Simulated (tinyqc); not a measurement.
Jacobi rotations on a symmetric matrix, step by step. One step of it, computed by the program tinyqc.

Question. Jacobi rotation 1. Take the largest off-diagonal element A_pq; tan 2 theta = 2 A_pq / (A_qq - A_pp) with |theta| <= pi/4; A' = J^T A J with J_pp = J_qq = cos, J_pq = sin, J_qp = -sin.

A:
```
[[1.839000, -0.559000, 0.113000, -0.207000, -0.177000],
 [-0.559000, 2.467000, 0.074000, -0.361000, -0.153000],
 [0.113000, 0.074000, 3.669000, 0.509000, -0.696000],
 [-0.207000, -0.361000, 0.509000, 4.555000, 0.206000],
 [-0.177000, -0.153000, -0.696000, 0.206000, 4.771000]]
```

Give: p, q, theta; A'.

Answer.

p, q, theta (rad): [3.0000, 5.0000, -0.4506]

A':
```
[[1.8390, -0.5590, 0.0246, -0.2070, -0.2085],
 [-0.5590, 2.4670, 0.0000, -0.3610, -0.1700],
 [0.0246, 0.0000, 3.3323, 0.5479, 0.0000],
 [-0.2070, -0.3610, 0.5479, 4.5550, -0.0362],
 [-0.2085, -0.1700, 0.0000, -0.0362, 5.1077]]
```
